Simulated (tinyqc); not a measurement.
Free and nearly free electrons in a metal, step by step. Values are carried at full precision from step to step, so a last printed digit may differ when a step is redone from the rounded ones.

The cubic cell holds 4 atoms: n = 4 z/a^3, kF = (3 pi^2 n)^(1/3), EF = c kF^2/m, vF = 2 c kF/(m hbar), c = hbar^2/2m0; rs = (3/(4 pi n))^(1/3)/a0; D(EF) = 3 n/(2 EF).

Constants: hbar^2/2m0 = 3.80998211 eV angstrom^2; hbar = 6.58211957e-16 eV s; a0 (Bohr radius) = 0.5291772105 angstrom; kB = 8.617333262e-05 eV/K.

Parameters, chosen for this exercise (near those of Cu, whose d bands this model ignores; shifted at random, so the results belong to these values and not to a real crystal): a = 3.582 angstrom (fcc lattice constant); z = 1 (free electrons an atom); m = 1 m0 (mass); rho = 1.73 micro-ohm cm (bulk resistivity); T = 320 K; V = 2.12 eV (|V_G| for G = (111)); x = 0.91 (k along G as a share of |G|/2).

## The Fermi sphere

Evaluate the free-electron quantities.

n = 0.08703 1/angstrom^3
kF = 1.3710 1/angstrom
EF = 7.161 eV
vF = 1.587e+06 m/s
rs = 2.645
D(EF) per atom = 0.2095 1/eV

## Relaxation time and mean free path

Drude: 1/rho = n e^2 tau/(m m0) with e = 1.602176634e-19 C and m0 = 9.1093837e-31 kg; mean free path l = vF tau; rho l = hbar kF/(n e^2) = 12 pi^3 hbar/(e^2 S) with S = 4 pi kF^2 does not depend on tau or m.

Use SI units: n in 1/m^3 (1e30 per 1/angstrom^3), rho in ohm m (1e-8 per micro-ohm cm).

tau = 23.57 fs
l = 37.41 nm
rho l = 6.472 1e-16 ohm m^2

Wires lose conductivity to surfaces and grain boundaries, with an excess that scales as rho l over the width and is of the order of rho itself at a width of l = 37 nm.

## Thermal quantities

gamma = (pi^2/3) kB^2 D(EF) per atom, times 96485.33 x 1e3 for mJ/(mol K^2); mu(T) = EF (1 - (pi kB T/EF)^2/12); Wiedemann-Franz kappa = L0 T/rho with L0 = (pi^2/3) (kB/e)^2, kB/e in V/K.

gamma = 0.494 mJ/(mol K^2)
mu - EF = -0.0873 meV
kappa = 452 W/(m K)

## The sphere against the zone faces

Take G = (hkl) 2 pi/a for (111), (200) and (220), with the number of equivalent faces. The Bragg plane of G lies at |G|/2 with |G| = (2 pi/a) sqrt(h^2 + k^2 + l^2). Where kF exceeds it, the sphere cuts the plane in a circle of radius sqrt(kF^2 - G^2/4).

Distance and circle for each G:
```
G      faces  |G|/2 (1/angstrom)  kF/(|G|/2)  circle radius
(111)      8              1.5191      0.9025              -
(200)      6              1.7541      0.7816              -
(220)     12              2.4807      0.5527              -
```

The sphere stays inside the first zone; it reaches 0.903 of the way to the nearest faces.

## Two plane waves near the face

Two plane waves k and k - G, G = (111) (2 pi/a): H = [[c k^2/m, V], [V, c (k - G)^2/m]] with c = hbar^2/2m0.

Build H for k along G, diagonalise, and give the weight of the first wave in the lower state and its velocity along G relative to a free electron, (w k + (1 - w)(k - G))/k.

H (eV):
```
[[7.2807, 2.1200],
 [2.1200, 10.4459]]
```

levels (eV): [6.2178, 11.5089]

w = 0.7991
v/v_free = 0.5585

The splitting is 5.291 eV here and 2V = 4.24 eV on the face, where the normal velocity vanishes. There the lower band lies at 6.672 eV, below the free EF of 7.161 eV, so by this test the Fermi surface touches the face (V is large against EF, which it lowers, so the test is rough). The real noble metals have necks on these faces, through a gap of 4 to 5 eV at L and their d bands.

## Checks

- Lower level against the closed form of the 2 x 2 problem (eV): both 6.2178.
- The product rho l against hbar kF/(n e^2) (1e-16 ohm m^2): both 6.472.

Computed by tinyqc, a small Python program: `OMP_NUM_THREADS=1 python tinyqc.py 1680842 1680843 out.jsonl` (the numbers bound the seed that draws the inputs); one thread of a shared host (Intel(R) Xeon(R) Processor @ 2.30GHz), about 0.01 s for the whole set of steps.
